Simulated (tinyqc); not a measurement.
Heavy doping: band filling, gap narrowing, band tails and the effective intrinsic density: one step, computed by the program tinyqc.

An n-type crystal above its Mott density, with all dopants ionised: n = N_D - N_A, ionised centres N_I = N_D + N_A. Valleys are taken as spherical with mass m_e.

Question. What optics and devices see. n = M_c (1/(2 pi^2)) (m_e/(hbar^2/2m_0))^(3/2) int sqrt(E) f dE, f = 1/(1 + exp((E - E_F)/k_B T)); trapezoid rule in t = sqrt(E/k_B T), step 0.02 up to 12; E_F by bisection from the band edge. n p/n_i^2 = exp(narrowing/k_B T) x (n/N) exp(-E_F/k_B T), N being the limit of n exp(-E_F/k_B T) far below the edge (taken at E_F = -12 k_B T); apparent narrowing = k_B T ln(n p/n_i^2).

Inputs (values chosen for the exercise, for a model semiconductor): electron mass m_e = 0.259 m_0; valleys M_c = 6; hole mass m_h = 0.616 m_0; temperature T = 300 K.

Conduction band: parabolic.

n = 8.00e+19 cm^-3

E_F above the band edge = 71.02660 meV

gap narrowing = 86.05263 meV

Constants: k_B = 8.617333262e-05 eV/K; hbar^2/(2 m_0) = 3.80998212 eV angstrom^2.

Give: apparent narrowing; log10(n p/n_i^2).

Answer.

apparent narrowing = 51.064 meV

log10(n p/n_i^2) = 0.85784

Degeneracy takes back 35.0 meV of the 86.1 meV of narrowing, and the minority density stays above its ideal value n_i^2/n. Caution: the screening length is well below a*, where static Thomas-Fermi screening overstates the Coulomb hole.
